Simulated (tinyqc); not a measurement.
Velocity against field: two-valley model of the transferred-electron effect. Computed by tinyqc, a small Python program. Command: `OMP_NUM_THREADS=1 python tinyqc.py 3017671 3017672 out.jsonl gunn walk`. One thread of a shared host (Intel(R) Xeon(R) Processor @ 2.30GHz), about 0.01 s of CPU time with the checks.

Both kinds of valley share one electron temperature T_e, and each has a constant mobility.

Inputs (values chosen for the exercise, modelled on CdTe):

| quantity | value | unit |
|---|---|---|
| central-valley mass m1 | 0.095 | m_0 |
| satellite-valley mass m2 | 0.28 | m_0 |
| satellite valleys Z | 4 | - |
| valley separation dE | 0.49 | eV |
| central-valley mobility mu1 | 1100 | cm^2/(V s) |
| satellite-valley mobility mu2 | 75 | cm^2/(V s) |
| energy relaxation time tau_E | 0.59 | ps |
| lattice temperature T | 250 | K |
| electric field F | 6.1 | kV/cm |

Solver: bisection.

Constants: k_B = 8.617333262e-05 eV/K.

Method. Density-of-states ratio R = Z (m2/m1)^(3/2); n2/n1 = R exp(-dE/(k_B T_e)); mean mobility mu = (mu1 + mu2 n2/n1)/(1 + n2/n1); energy balance e mu F^2 = (3/2) k_B (T_e - T)/tau_E; v = mu F.

low-field mobility = 1100.00 cm^2/(V s)

R = 20.2401

The curve:

| F (kV/cm) | T_e (K) | share in the satellites (%) | v (1e7 cm/s) | low-field line (1e7 cm/s) |
|---|---|---|---|---|
| 0.61 | 251.9 | 3.1733e-07 | 0.0671 | 0.0671 |
| 1.50 | 261.3 | 7.1666e-07 | 0.1650 | 0.1650 |
| 3.00 | 295.2 | 8.7174e-06 | 0.3300 | 0.3300 |
| 4.30 | 342.8 | 1.2679e-04 | 0.4730 | 0.4730 |
| 6.10 | 436.8 | 4.4962e-03 | 0.6710 | 0.6710 |
| 8.50 | 612.1 | 1.8669e-01 | 0.9334 | 0.9350 |
| 12.00 | 941.9 | 4.6128e+00 | 1.2633 | 1.3200 |
| 18.00 | 1446.1 | 2.8408e+01 | 1.4559 | 1.9800 |
| 30.00 | 2211.3 | 6.0737e+01 | 1.4323 | 3.3000 |
| 61.00 | 4268.8 | 8.4232e+01 | 1.4434 | 6.7100 |

What does the comparison show, and why?

v falls between 18 and 30 kV/cm, while the share in the slow valleys goes from 28 to 61 %: transfer outruns the rise of the field. With constant mobilities n2/n1 tends to R and v ends on the line (mu1 + R mu2) F/(1 + R), a mobility of 123; real satellites saturate instead. Rows with T_e above 3000 K lie outside the range of a Maxwellian in parabolic valleys.

Extremes, crossings and ranges named in words are read from the listed rows.
